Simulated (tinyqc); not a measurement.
Jacobi rotations on a symmetric matrix, step by step. One step of it, computed by the program tinyqc.

Question. Jacobi rotation 2. Take the largest off-diagonal element A_pq; tan 2 theta = 2 A_pq / (A_qq - A_pp) with |theta| <= pi/4; A' = J^T A J with J_pp = J_qq = cos, J_pq = sin, J_qp = -sin.

A':
```
          1         2         3
1  0.195000  0.006607  0.151675
2  0.006607  1.272128  0.000000
3  0.151675  0.000000  2.302872
```

Give: p, q, theta; A'.

Answer.

p, q, theta (rad): 1.000  3.000  0.071

A':
```
       1      2      3
1  0.184  0.007  0.000
2  0.007  1.272  0.000
3  0.000  0.000  2.314
```
